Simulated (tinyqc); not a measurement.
Carrier lifetime of an n-type layer with SRH, radiative, Auger and surface recombination: one step of the calculation.

Uniform excess density dn = dp (no trapping), n = n0 + dn, p = p0 + dn, Boltzmann statistics, full ionisation. Surfaces enter as a rate 2 S dn/d, which holds while diffusion to them is fast.

Question. New dn. With e = n p - ni^2 = dn (n0 + p0 + dn): U_SRH = e/(tp0 (n + n1) + tn0 (p + p1)), U_rad = B e, U_Aug = (Cn n + Cp p) e, U_s = 2 S dn/d. Substitution: tau = dn/U with U the sum, dn(new) = G tau.

Inputs (values chosen for the exercise); band and dielectric values close to those of silicon:
- B = 4.76e-15 cm^3/s (radiative coefficient)
- Cn = 2.6e-31 cm^6/s (Auger coefficient (two electrons))
- Cp = 1.4e-31 cm^6/s (Auger coefficient (two holes))
- S = 300 cm/s (surface recombination velocity (both faces))
- d = 7 um (sample thickness)
- G = 6.3e20 cm^-3 s^-1 (generation rate)

dn after iteration 2 = 6.6883812e14 cm^-3
n0 = 1.5e16 cm^-3
p0 = 1.1649116 cm^-3
n1 = 243.49586 cm^-3
p1 = 7.1761686e13 cm^-3
tn0 = 4.7892720e-5 s
tp0 = 9.5785441e-6 s

Give: U_SRH; U_rad; U_Aug; U_s; tau; dn after iteration 3.

Answer.

U_SRH = 5.6479e19 cm^-3 s^-1
U_rad = 4.9884e16 cm^-3 s^-1
U_Aug = 4.3675e16 cm^-3 s^-1
U_s = 5.7329e20 cm^-3 s^-1
tau = 1.0619e-6 s
dn after iteration 3 = 6.6898e14 cm^-3

Numbers from tinyqc (`OMP_NUM_THREADS=1 python tinyqc.py 2300136 2300137 out.jsonl`; about 0.01 s on one thread of a shared Intel Xeon 2.30GHz).
